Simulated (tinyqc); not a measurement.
Reverse leakage of an n+-p junction: diffusion, generation, trap-assisted and band-to-band tunnelling: one step of the calculation.

One-sided abrupt junction in the depletion approximation, x from the junction (0) to W on the p side, field F = F0 (1 - x/W). Flat quasi-Fermi levels, long p side. Traps generate through SRH with both lifetimes shortened by 1 + Gamma (Hurkx enhancement, form for moderate fields); band-to-band generation is local and needs a total bending above Eg.

Question. Generation rates across the layer. u = (Vbi + VR)(1 - x/W)^2, p = Na exp(-u/Vt), n = Nd exp((u - Vbi - VR)/Vt); G0 = ni^2 (1 - exp(-VR/Vt))/(tau (n + p + 2 ni cosh(Et/Vt))); Gamma = 2 sqrt(3 pi)(F/FG) exp((F/FG)^2); trap-assisted part G0 Gamma; G_bb = Ab F^2.5 exp(-Bb/F) with F in V/cm, zero unless Vbi + VR > Eg. 14 equal steps.

Parameters, values chosen for the exercise; band and dielectric values close to those of silicon:
```
symbol,value,unit,meaning
T,400,K,temperature
Eg,1.12,eV,band gap
Na,2.9e16,cm^-3,acceptor density of the lighter side
Nd,1e20,cm^-3,donor density of the heavier side
tau,9e-8,s,SRH lifetime of both carriers at zero field
Et,0,eV,trap level above the intrinsic level
Ab,4.6e14,cm^-0.5 V^-2.5 s^-1,band-to-band prefactor
Bb,1.99e7,V/cm,band-to-band field constant
VR,2.7,V,reverse bias
```

Constants: q = 1.602176634e-19 C, kB = 1.380649e-23 J/K, Vt = kB T/q. Results are converted to the units shown.

ni = 3.7455692e12 cm^-3
Vbi = 0.89808416 V
W = 398.84102 nm
F0 = 180.42699 kV/cm
FG = 556.39612 kV/cm

Wanted: x; F; Gamma; G0; G0 Gamma; G_bb.

Answer.

```
point  x (nm)  F (kV/cm)    Gamma  G0 (cm^-3 s^-1)  G0 Gamma (cm^-3 s^-1)  G_bb (1e-21 cm^-3 s^-1)
0        0.00     180.43   2.2118        1.5588e12              3.4478e12                   8.0070
1       28.49     167.54   2.0243        2.4213e18              4.9014e18                   0.0014
2       56.98     154.65   1.8437        2.0808e19              3.8364e19                   0.0000
3       85.47     141.76   1.6693        2.0809e19              3.4737e19                   0.0000
4      113.95     128.88   1.5006        2.0809e19              3.1225e19                   0.0000
5      142.44     115.99   1.3368        2.0809e19              2.7817e19                   0.0000
6      170.93     103.10   1.1775        2.0809e19              2.4502e19                   0.0000
7      199.42      90.21   1.0220        2.0809e19              2.1267e19                   0.0000
8      227.91      77.33  0.86995        2.0808e19              1.8102e19                   0.0000
9      256.40      64.44  0.72069        2.0677e19              1.4901e19                   0.0000
10     284.89      51.55  0.57378        1.1749e19              6.7412e18                   0.0000
11     313.38      38.66  0.42872        6.2910e17              2.6971e17                   0.0000
12     341.86      25.78  0.28505        4.5147e16              1.2869e16                   0.0000
13     370.35      12.89  0.14229        9.1516e15              1.3022e15                   0.0000
14     398.84       0.00        0        5.3738e15                      0                   0.0000
```

Range of the model: The n+ side is degenerate, so Vbi from Boltzmann statistics is only a guide.

tinyqc, about 0.01 s, one thread, Intel Xeon 2.30GHz (shared host): `OMP_NUM_THREADS=1 python tinyqc.py 2290007 2290008 out.jsonl`
